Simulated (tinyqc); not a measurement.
Changing the pair cut-off c/a: Finnis-Sinclair potential for a bcc metal: fit to cohesion and elasticity, then vacancy, surfaces and structure. Computed by tinyqc, a small Python program. Command: `OMP_NUM_THREADS=1 python tinyqc.py 3111502 3111503 out.jsonl fsfit sweep`. One thread of a shared host (Intel(R) Xeon(R) Processor @ 2.30GHz), about 0.02 s of CPU time with the checks.

E = (1/2) sum V(r) - A sqrt(rho), rho = sum phi(r), phi = (r - d)^2 for r < d, V = (r - c)^2 (c0 + c1 r + c2 r^2) for r < c. In bcc the 8 first neighbours lie at sqrt(3) a/2 and the 6 second at a; both cut-offs lie below the third shell; Omega = a^3/2; E is per atom and z the number of atoms in a shell. The four constants A, c0, c1, c2 are fitted to E_c, zero pressure, B and C12 - C44 alone, so C44 and C11 - C12 are not matched singly; defects are unrelaxed.

Inputs (values chosen for the exercise, modelled on vanadium):
```
quantity             value      unit
lattice constant a    3.04  angstrom
cohesive energy E_c   5.28        eV
target C11             228       GPa
target C12             119       GPa
target C44            42.1       GPa
density cut-off d/a  1.223         -
```

Constants: 1 eV/angstrom^3 = 160.2176634 GPa; 1 eV/angstrom^2 = 16.02176634 J/m^2.

Method:
- rho = sum z phi, rho1 = sum z r phi', rho2 = sum z r^2 phi''. At zero pressure the effective pair part V + 2 F' phi obeys C12 = C44, so C12 - C44 = F'' (rho1/3)^2/Omega with F'' = A/(4 rho^(3/2)); this gives A.
- With v_k = (r - c)^2 r^k the rows are (1/2) sum z v_k, (1/2) sum z r v_k' and (1/2) sum z r^2 v_k''. With rho1 = sum z r phi' and rho2 = sum z r^2 phi'' the right-hand sides are: -E_c + A sqrt(rho) (cohesion); A rho1/(2 sqrt(rho)) (zero pressure); 9 B Omega + A [rho2/(2 sqrt(rho)) - rho1^2/(4 rho^(3/2))] with B = (C11 + 2 C12)/3.
- Solve the three equations.
- Second differences of E with strains of 1e-4: e_xx gives C11, (e_xx, e_yy) = (1, -1) gives 2 (C11 - C12), an engineering shear gives C44. B and C12 - C44 are fitted; the one combination left tests the choice of d.
- E_v = -A sum_shells z [sqrt(rho - phi(r)) - sqrt(rho)] - (1/2) sum z V(r): the neighbours lose one bond each, and the atom is put back in the bulk.
- An atom in layer i below the surface keeps only neighbours no higher than the top layer; gamma = sum_i (E_i + E_c)/(area per surface atom), with layer spacings a/2, a/sqrt2 and areas a^2, a^2/sqrt2 for (100) and (110).

One run for each value:
```
pair cut-off c/a  error of C44 (%)  vacancy energy E_v (eV)  gamma(100) (J/m^2)
1.06                       -64.106                   1.7317              1.5908
1.11                       -55.927                   1.7317              1.5919
1.16                       -27.917                   1.7317              1.5959
1.20                        -5.079                   1.7317              1.5994
1.24                        12.552                   1.7317              1.6021
1.29                        27.884                   1.7317              1.6045
1.33                        36.139                   1.7317              1.6058
1.38                        42.999                   1.7317              1.6069
```

Over the rows, error of C44 (%) rises from -64.1 to 43.0; vacancy energy E_v (eV) does not change; gamma(100) (J/m^2) rises from 1.591 to 1.607 (exponent d ln y / d ln x 0.015 between the first rows and 0.018 between the last).  Left out: 1.02 (the fit is far from the shear constants).
